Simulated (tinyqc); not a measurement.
Worked calculation: FCI on RHF in the 6-31g basis, for H2, spin multiplicity 1. One step of it, computed by the program tinyqc.

Problem. FCI: determinants and Hamiltonian. Slater-Condon rules over spin orbitals, with the nuclear repulsion added and E(HF) subtracted on the diagonal.

one-electron integrals over orbitals h = C^T H C (hartree), lower triangle:
```
           1          2          3         4
1  -1.101813
2   0.000000  -0.603390
3  -0.136292   0.000000  -0.016984
4   0.000000   0.194646   0.000000  0.132264
```

Two-electron integrals over orbitals (pq|rs), unique and non-zero (hartree):
```
(11|11) 0.571755    (21|21) 0.105632    (22|11) 0.439840    (22|22) 0.399659
(31|11) 0.136292    (31|22) 0.066838    (31|31) 0.095190    (32|21) 0.007275
(32|32) 0.036570    (33|11) 0.505551    (33|22) 0.400258    (33|31) 0.118562
(33|33) 0.471587    (41|21) -0.080712   (41|32) -0.046883   (41|41) 0.112142
(42|11) -0.137679   (42|22) -0.070911   (42|31) -0.080594   (42|33) -0.116897
(42|42) 0.081245    (43|21) -0.116965   (43|32) -0.034142   (43|41) 0.125342
(43|43) 0.169565    (44|11) 0.574549    (44|22) 0.447742    (44|31) 0.172389
(44|33) 0.532472    (44|42) -0.163106   (44|44) 0.637049
```

nuclear repulsion = 0.53506290 hartree

Hartree-Fock energy = -1.09680913 hartree

Give: determinants; H - E(HF) between determinants.

Solution.

Occupation strings over the orbitals (2 doubly, a alpha, b beta, 0 empty; spin orbitals ordered 1a 1b 2a 2b ...): 2000 ab00 a0b0 a00b ba00 b0a0 b00a 0200 0ab0 0a0b 0ba0 0020 00ab 0b0a 00ba 0002

H - E(HF) between determinants (hartree), lower triangle:
```
         2000     ab00     a0b0     a00b     ba00     b0a0     b00a     0200
2000   0.0000
ab00   0.0000   0.3665
a0b0   0.0000   0.0000   1.0186
a00b   0.0000   0.0570   0.0000   1.2369
ba00   0.0000  -0.1056   0.0000   0.0807   0.3665
b0a0   0.0000   0.0000  -0.0952   0.0000   0.0000   1.0186
b00a   0.0000   0.0807   0.0000  -0.1121   0.0570   0.0000   1.2369
0200   0.1056   0.0000   0.0073   0.0000   0.0000  -0.0073   0.0000   0.8248
0ab0   0.0000   0.0073   0.0000  -0.1170   0.0695   0.0000   0.0806   0.0000
0a0b  -0.0807   0.0000  -0.1170   0.0000   0.0000   0.0469   0.0000   0.1237
0ba0   0.0000   0.0695   0.0000   0.0806   0.0073   0.0000  -0.1170   0.0000
0020   0.0952   0.0000  -0.0177   0.0000   0.0000   0.0177   0.0000   0.0366
00ab   0.0000  -0.0806   0.0000   0.0361   0.0469   0.0000  -0.1253   0.0000
0b0a   0.0807   0.0000   0.0469   0.0000   0.0000  -0.1170   0.0000  -0.1237
00ba   0.0000   0.0469   0.0000  -0.1253  -0.0806   0.0000   0.0361   0.0000
0002   0.1121   0.0000   0.1253   0.0000   0.0000  -0.1253   0.0000   0.0812

         0ab0     0a0b     0ba0    0020     00ab     0b0a    00ba    0002
0ab0   1.4118
0a0b   0.0000   1.6085
0ba0  -0.0366   0.0000   1.4118
0020   0.0000  -0.0341   0.0000  2.0695
00ab  -0.0341   0.0000  -0.0777  0.0000   2.2796
0b0a   0.0000  -0.0812   0.0000  0.0341   0.0000   1.6085
00ba  -0.0777   0.0000  -0.0341  0.0000  -0.1696   0.0000  2.2796
0002   0.0000   0.0315   0.0000  0.1696   0.0000  -0.0315  0.0000  2.5334
```
